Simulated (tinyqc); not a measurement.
# Worked calculation: CMOS inverter, nodal equation and switching

tinyqc, about 0.04 s, one thread, Intel Xeon 2.30GHz (shared host): `OMP_NUM_THREADS=1 python tinyqc.py 2340149 2340150 out.jsonl` Printed values are rounded.

An n-channel pull-down (bn, VTn) and a p-channel pull-up (bp, VTp) share the input Vin and the output node Vout, which carries the load C. Transistor (EKV form, voltages against the body): I = 2 n b Vt^2 [F(vp - Vs) - F(vp - Vd)] from drain to source, F(v) = ln^2(1 + exp(v/(2 Vt))), vp = (Vg - VT + sg |Vd - Vs|)/n. n-channel bodies are at 0; for the p-channel device all voltages are counted down from Vdd. b in uA/V^2 gives I in uA. Static: In = Ip. Transient: C dVout/dt = Ip - In. No velocity saturation, no gate capacitance beyond C.

Values chosen for this exercise: temperature T = 300 K; supply voltage Vdd = 0.8 V; slope factor n = 1.35; drain-induced barrier lowering sg = 0.046; n-channel threshold VTn = 0.31 V; p-channel threshold (magnitude) VTp = 0.29 V; gain factor of the pull-down transistor bn = 400 uA/V^2; gain factor of the pull-up transistor bp = 520 uA/V^2; load capacitance C = 0.51 fF; input voltage Vin = 0.51 V; time step dt = 1 ps.

Constants: q = 1.602176634e-19 C, kB = 1.380649e-23 J/K, Vt = kB T/q. Results are converted to the units shown.

## Iteration 1: output voltage by Newton steps

Vout at the start = 0.4 V

f = In - Ip at (Vin, Vout); G = df/dVout by a central difference with +/- 1e-6 V; Vout(new) = Vout - f/G.

In = 7.26118 uA
Ip = 0.652054 uA
G = 3.47664 uS
Vout after iteration 1 = -1.50101 V

This step lands outside the rails.

## Iteration 2: output voltage by Newton steps

As before.

In = -769.739 uA
Ip = 2.75937 uA
G = 947.579 uS
Vout after iteration 2 = -0.685777 V

The value that enters this step is an overshoot, farther from the solution than the start was, so its intermediate quantities are not physical.

## Course of the iteration: output voltage by Newton steps

Stop when Vout changes by less than 1e-9 V, or after 30 iterations.

Course of the iteration:

| iteration | Vout (V) | \|change\| (V) |
|---|---|---|
| 1 | -1.50101 | 1.90 |
| 2 | -0.685777 | 0.815 |
| 3 | -0.283296 | 0.402 |
| 4 | -0.0919160 | 0.191 |
| 5 | -0.0120226 | 0.0799 |
| 6 | 0.0103094 | 0.0223 |
| 7 | 0.0123270 | 2.02e-3 |
| 8 | 0.0123420 | 1.49e-5 |
| 9 | 0.0123420 | 8.16e-10 |

Converged in 9 iterations. At the end the number of correct digits about doubles with each step. On the way 5 iterate(s) lie more than 5 mV outside the rails, the first at -1.50 V, before the steps return.

## Transfer curve

| point | Vin (V) |
|---|---|
| 0 | 0 |
| 1 | 0.08 |
| 2 | 0.16 |
| 3 | 0.24 |
| 4 | 0.32 |
| 5 | 0.4 |
| 6 | 0.48 |
| 7 | 0.56 |
| 8 | 0.64 |
| 9 | 0.72 |
| 10 | 0.8 |

For each Vin solve In = Ip; gain = dVout/dVin.

| point | Vout (V) | supply current (uA) | gain |
|---|---|---|---|
| 0 | 0.799999 | 2.8193e-4 | 0.0000 |
| 1 | 0.799988 | 0.0026771 | -0.0004 |
| 2 | 0.799870 | 0.023454 | -0.0038 |
| 3 | 0.798778 | 0.16841 | -0.0326 |
| 4 | 0.790832 | 0.84122 | -0.2205 |
| 5 | 0.713294 | 2.6561 | -4.4010 |
| 6 | 0.026090 | 1.5125 | -0.6698 |
| 7 | 0.003502 | 0.34007 | -0.0909 |
| 8 | 0.000391 | 0.051165 | -0.0112 |
| 9 | 0.000037 | 0.0060525 | -0.0011 |
| 10 | 0.000003 | 6.4586e-4 | -0.0001 |

The switching point Vin = Vout lies at 0.4192 V, with a gain of -21.7. The current peaks at 2.66 uA among the points, against 2.8e-4 and 6.5e-4 uA of leakage at the ends.

## Switching point and noise margins

VM solves In = Ip with Vin = Vout. VIL and VIH are the inputs at which the gain is -1; NML = VIL - Vout(VIH), NMH = Vout(VIL) - VIH.

VM = 0.41921 V
gain at VM = -21.736
VIL = 0.37475 V
VIH = 0.46734 V
NML = 0.33829 V
NMH = 0.29680 V

VM lies 19 mV above Vdd/2, and the low margin is the larger one. With both transistors saturated the size of the gain tends to 1/sg = 21.7; here it is 0.012 % below that.

## Step 1: one time step of the falling output

Vout at t = 0 = 0.8 V

The input steps to Vdd at t = 0; I = In - Ip. Trapezoidal rule: V(new) = V - (dt/C)[I(V) + I(V(new))]/2, solved for V(new); 1 ps uA/fF = 1 mV.

I(V) = 41.1196 uA
I(V(new)) = 40.5467 uA
Vout after step 1 = 0.719935 V

## Step 2: one time step of the falling output

As before.

I(V) = 40.5467 uA
I(V(new)) = 39.9860 uA
Vout after step 2 = 0.640981 V

## Delays and energy

For a step input the delay to Vdd/2 is tHL = C times the integral of dV/(In - Ip) from Vdd/2 to Vdd at Vin = Vdd, and tLH likewise with Ip - In from 0 to Vdd/2 at Vin = 0. Energy drawn for one full cycle of the output: C Vdd^2. Leakage power: Vdd times the mean of the supply currents at Vin = 0 and Vdd.

tHL = 5.14251 ps
tLH = 3.66765 ps
energy = 0.3264 fJ
leakage power = 0.371117 nW

Time steps as above cross Vdd/2 at 5.15 ps by linear interpolation, 0.052 % above tHL. tLH/tHL = 0.713, with bn/bp = 0.769.
